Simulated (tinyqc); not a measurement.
Inside a calculation. Method: Hubbard chain of 6 sites. Computed by tinyqc, a small Python program that keeps every step. Settings: hopping = 1.53, U = 1.2, mixing = 0.5, iteration cap = 55. Command: `OMP_NUM_THREADS=1 python tinyqc.py 27630 27631 out.jsonl` (the two numbers bound the seeds that draw the settings). One thread of a shared host (Intel(R) Xeon(R) Processor @ 2.60GHz), about 0.2 s of CPU time with the checks. Later iterations appear only in the table of the cycle.

## Mean-field iteration 1

one-body matrix (hopping and site energies) (eV), lower triangle:
```
           1          2          3          4          5          6
1  -0.120000
2  -1.530000   0.070000
3   0.000000  -1.530000  -0.650000
4   0.000000   0.000000  -1.530000  -0.120000
5   0.000000   0.000000   0.000000  -1.530000   0.390000
6   0.000000   0.000000   0.000000   0.000000  -1.530000  -0.160000
```

U = 1.200000 eV

electrons, up and down: 2  2

mixing = 0.500000

n(up) at the start (a guess, not normalised): 1 0.783000, 2 0.000000, 3 0.783000, 4 0.000000, 5 0.783000, 6 0.000000

n(down) at the start (a guess): 1 0.000000, 2 0.783000, 3 0.000000, 4 0.783000, 5 0.000000, 6 0.783000

H(up) = T + U n(down), H(down) = T + U n(up); fill the lowest levels; n(new) = n + mixing (n(out) - n); E = tr T (rho up + rho down) + U sum n_up n_down of the output.

levels, up (eV): -2.554300  -1.429477  -0.561911  1.145395  2.455421  3.173672

levels, down (eV): -2.491721  -1.480873  -0.502962  1.060764  2.452719  3.190873

energy = -8.648370 eV

n(up) after iteration 1: 1 0.522967, 2 0.153256, 3 0.636601, 4 0.144816, 5 0.619850, 6 0.097010

n(down) after iteration 1: 1 0.081795, 2 0.630950, 3 0.171196, 4 0.591956, 5 0.148671, 6 0.549932

## Mean-field iteration 2

As before.

levels, up (eV): -2.524815  -1.444849  -0.518666  0.987166  2.393755  3.126809

levels, down (eV): -2.487893  -1.475283  -0.479702  0.935599  2.382033  3.144645

energy = -8.753331 eV

n(up) after iteration 2: 1 0.390117, 2 0.245200, 3 0.543632, 4 0.228888, 5 0.519075, 6 0.160337

n(down) after iteration 2: 1 0.138251, 2 0.535965, 3 0.267398, 4 0.483803, 5 0.236520, 6 0.425313

## Convergence

Each step fills the lowest levels of T + U n(other spin) and sets n(new) = n + mixing (n(out) - n); stop when output and input agree to 1e-8.

Course of the cycle:
```
iteration       E (eV)  largest |n(out) - n(in)|  mean |n_up - n_down|
1          -8.64837049                  5.20e-01              0.135504
2          -8.75333106                  2.66e-01              0.081185
3          -8.78982765                  1.40e-01              0.048231
4          -8.80251097                  7.68e-02              0.028571
5          -8.80693313                  4.39e-02              0.016911
6          -8.80848003                  2.66e-02              0.010010
7          -8.80902265                  1.61e-02              0.005926
8          -8.80921346                  9.73e-03              0.003509
9          -8.80928072                  5.88e-03              0.002079
10         -8.80930449                  3.55e-03              0.001232
11         -8.80931292                  2.15e-03              0.000730
...                ...                       ...                   ...
33         -8.80931759                  1.65e-07              2.04e-07
34         -8.80931759                  1.24e-07              1.49e-07
35         -8.80931759                  9.24e-08              1.08e-07
36         -8.80931759                  6.86e-08              7.87e-08
37         -8.80931759                  5.08e-08              5.73e-08
38         -8.80931759                  3.75e-08              4.17e-08
39         -8.80931759                  2.76e-08              3.04e-08
40         -8.80931759                  2.03e-08              2.21e-08
41         -8.80931759                  1.49e-08              1.61e-08
42         -8.80931759                  1.09e-08              1.18e-08
43         -8.80931759                  8.02e-09              8.57e-09
```

local moments n_up - n_down: 1 0.000000, 2 0.000000, 3 0.000000, 4 0.000000, 5 0.000000, 6 0.000000

Converged in 43 iterations. Before convergence this energy mixes input and output and is not variational, so it may rise towards its limit.

## Exact diagonalisation (225 states)

Lowest levels of the sector, and the double occupancy of the lowest state.

lowest levels (eV): -8.894358  -8.076867  -7.741525  -7.051717  -6.945564  -6.681356

double occupancy per site = 0.091947

The mean-field solution above lies 0.0850 eV above the exact energy.

## The lowest level by Lanczos steps

From a random start vector (not printed): a_j = <q_j|H|q_j>, b_j = norm of the remainder after orthogonalising; the Ritz value is the lowest eigenvalue of the tridiagonal matrix of a and b so far.

Lanczos:
```
j    a_j (eV)  b_j (eV)  lowest Ritz value (eV)
1   -1.579462  4.875303             -1.57946223
2   -1.634626  4.839215             -6.48242518
3   -0.608344  4.183122             -8.25639149
4    0.772568  4.461163             -8.71049091
5    1.530668  4.512304             -8.83971507
6    2.083816  4.726769             -8.87625039
7    1.782616  4.473209             -8.88790557
8    1.300663  4.699155             -8.89161838
9    1.068558  4.485431             -8.89310787
10   0.895758  4.322188             -8.89371290
```
